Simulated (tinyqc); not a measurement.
Worked calculation: CIS on RHF in the sto-6g basis, for H3+, spin multiplicity 1. One step of it, computed by the program tinyqc.

Problem. CIS matrix, singlets. A(ia,jb) = (e_a - e_i) d_ij d_ab + 2 (ia|jb) - (ij|ab).

orbital energies (hartree): MO1 -0.995955, MO2 -0.135602, MO3 -0.135344

Two-electron integrals over orbitals (pq|rs), unique and non-zero (hartree):
```
p,q,r,s,(pq|rs)
1,1,1,1,0.540952
2,1,2,1,0.146676
2,2,1,1,0.530407
2,2,2,2,0.622137
3,1,1,1,0.000044
3,1,2,2,-0.103413
3,1,3,1,0.146682
3,2,2,1,-0.103451
3,2,3,2,0.081197
3,3,1,1,0.530463
3,3,2,2,0.459859
3,3,3,1,0.103428
3,3,3,3,0.622153
```

Give: CIS matrix A, singlet.

Solution.

CIS matrix A, singlet (hartree):
```
,1>2,1>3
1>2,0.623,0.000
1>3,0.000,0.624
```
